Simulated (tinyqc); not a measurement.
Model-solid line-up of a strained alloy layer on a substrate: one step. Strain on the (110) substrate.

Coherent growth on a (110) face: e_par = (a_s - a)/a, e_perp = -(C11 + 3 C12 - 2 C44)/(C11 + C12 + 2 C44) e_par; exx = eyy = (e_par + e_perp)/2, ezz = e_par, exy = (e_perp - e_par)/2, eyz = ezx = 0.

Parameters, chosen for this exercise (out of a larger set: A near GaAs, B near InAs, substrate near InP; not measured data): a_s = 5.868 angstrom (substrate); face = 110 (growth face).

Alloy at x (a in angstrom, C11, C12, C44 in GPa, all else in eV):
```
symbol       value
a         5.823870
Eg        0.953472
Dso       0.361080
Ev       -0.683709
ac       -6.225700
av        1.085500
b        -1.935400
d        -4.306800
C11     105.445000
C12      52.027000
C44      51.141000
```

Task: Use the values of the alloy.

Give: e_par; e_perp; strain tensor in the cubic axes.

Result:

e_par = 0.007577
e_perp = -0.004645

strain tensor in the cubic axes:
```
           x          y         z
x   0.001466  -0.006111  0.000000
y  -0.006111   0.001466  0.000000
z   0.000000   0.000000  0.007577
```

The layer is under tension in the plane; its volume changes by +1.051 %.

Run: tinyqc, `OMP_NUM_THREADS=1 python tinyqc.py 1081475 1081476 out.jsonl`; Intel(R) Xeon(R) Processor @ 2.30GHz, one thread, shared host; about 0.02 s of CPU time with all checks.
